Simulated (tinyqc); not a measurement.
Junction parameters from two forward currents.

Problem. D(v) = J1 (exp(v/Vt) - 1) + J2 (exp(v/(2 Vt)) - 1). Find J1, J2 and the voltage 2 Vt ln(J2/J1) near which both parts are equal.

Inputs (values chosen for the exercise): temperature T = 300 K.

Constants: q = 1.602176634e-19 C, kB = 1.380649e-23 J/K, Vt = kB T/q. Results are converted to the units shown.

junction voltages (V): 0.27  0.68
currents (uA/um): 4.5711113e-7  0.11525180

Solution. The current is linear in J1 and J2, so two points give two equations.

J1 = 4.300e-13 uA/um
J2 = 2.400e-9 uA/um
crossover = 0.4461 V

Computed by the program tinyqc: `OMP_NUM_THREADS=1 python tinyqc.py 2182126 2182127 out.jsonl`, one thread of a shared Intel Xeon 2.30GHz, about 0.2 s for the whole run.
